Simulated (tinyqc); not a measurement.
# Strained alloy layer of InAs and AlAs on (001) InP, model-solid band line-up: gaps, strain and offsets against composition

The layer is x parts of the first compound and 1 - x of the second, grown coherently on the third as substrate and barrier. Rows of the table: lattice constant a, average valence level Ea on an absolute scale, spin-orbit splitting so, gaps at Gamma, X and L, hydrostatic deformation potentials av and ac (Gamma), shear potential b, elastic constants, electron and heavy-hole (along z) masses. All are interpolated linearly in x; gaps get -C x (1 - x), taken wholly in the conduction band; real line-ups can differ from this model by 0.1 eV or more.

In-plane strain e = (a_substrate - a)/a, e_z = -2 (c12/c11) e, volume change 2 e + e_z. With v = 2 e + e_z and d = 2 b (e_z - e): Eav = Ea + av v; E_hh = Eav + so/3 - d/2; E_lh = Eav - so/6 + d/4 + sqrt(so^2 + so d + 9 d^2/4)/2; E_c = Ea + so/3 + EG + ac v (Gamma). Substrate: E_v = Ea + so/3, E_c = E_v + EG. Well depths: dEc = E_c(substrate) - E_c, dEhh = E_hh - E_v(substrate), dElh likewise; strained Gamma gap E_c - max(E_hh, E_lh); positive values confine carriers in the layer. Matthews-Blakeslee for 60-degree dislocations in a single layer: hc = k (ln(hc/bv) + 1), k = bv (1 - nu/4)/(4 pi |e| (1 + nu)), nu = c12/(c11 + c12), bv = a/sqrt(2); the larger root. The valence offset is the larger of dEhh and dElh; a dash marks |e| under 0.02 % or no root.

Inputs (values chosen for the exercise):
```
symbol,value,unit,meaning
CG,0.7,eV,bowing of the Gamma gap
CX,0,eV,bowing of the X gap
CL,0,eV,bowing of the L gap
```

Binary compounds, values chosen for the exercise:
```
              close to InAs  close to AlAs  close to InP
a (angstrom)          6.058          5.661         5.869
Ea (eV)               -6.67          -7.49         -7.04
so (eV)                0.38          0.281         0.109
EG (eV)               0.351           2.98          1.33
EX (eV)                1.38           2.19          2.21
EL (eV)                1.07           2.34          1.92
av (eV)               0.993           2.45          1.27
ac (eV)               -5.12          -5.65         -5.02
b (eV)                -1.82          -1.48          -1.7
c11 (GPa)              83.1            123           101
c12 (GPa)              44.8             54          56.6
me (m0)              0.0229          0.151        0.0792
mh (m0)               0.334          0.475         0.527
```

Result of one run:
columns A: e (%); B: relaxed Gamma gap (eV); C: lower of X and L gaps (eV); D: strained Gamma gap (eV); E: E_hh - E_lh (meV); F: dEc (eV); G: valence offset (eV); H: hc (nm)
```
A           B      C      D       E        F        G     H
0.3661  1.570  1.743  1.530  -24.26  -0.2275  0.02754  33.7
```

Which fraction of the first compound in the layer x gave this result: 0.3, 0.36, 0.47, 0.53 or 0.69?

x = 0.47.

The whole series:
columns A: x; B: e (%); C: relaxed Gamma gap (eV); D: lower of X and L gaps (eV); E: strained Gamma gap (eV); F: E_hh - E_lh (meV); G: dEc (eV); H: valence offset (eV); I: hc (nm)
```
A            B       C      D       E       F          G         H     I
0.3      1.538   2.044  1.947   1.861  -105.4    -0.4866  -0.04478  5.26
0.36     1.121   1.872  1.883   1.742  -76.21    -0.3914  -0.02108  8.10
0.41    0.7766   1.733  1.819   1.645  -52.26    -0.3152  1.252e-4  13.1
0.47    0.3661   1.570  1.743   1.530  -24.26    -0.2275   0.02754  33.7
0.53  -0.04105   1.412  1.667   1.414   2.667    -0.1440   0.06005   445
0.58   -0.3778   1.285  1.603   1.299   24.07   -0.07743    0.1084  32.5
0.64   -0.7790   1.136  1.527   1.164   48.28  -0.001312    0.1676  13.1
0.69    -1.111   1.016  1.464   1.053   67.08    0.05903    0.2179  8.22
0.75    -1.506  0.8770  1.387  0.9228   87.88     0.1278    0.2795  5.43
```

The relaxed Gamma gap falls from 2.04 to 0.877 eV and the strained one falls from 1.86 to 0.923 eV. The lattice matches the substrate at x = 0.524; the heavy hole is on top where the layer is compressed (e < 0) and the light hole where it is stretched. The relaxed alloy turns direct at x = 0.353. dEc rises from -0.487 to 0.128 eV and the valence offset rises from -0.0448 to 0.279 eV. At the largest strain listed, 1.54 %, strain changes the gap by -183 meV. For x = 0.3 the lowest conduction valley of the relaxed alloy is X or L, so the gap and dEc listed hold for Gamma only.

tinyqc, about 0.01 s, one thread, Intel Xeon 2.30GHz (shared host): `OMP_NUM_THREADS=1 python tinyqc.py 2690146 2690147 out.jsonl`
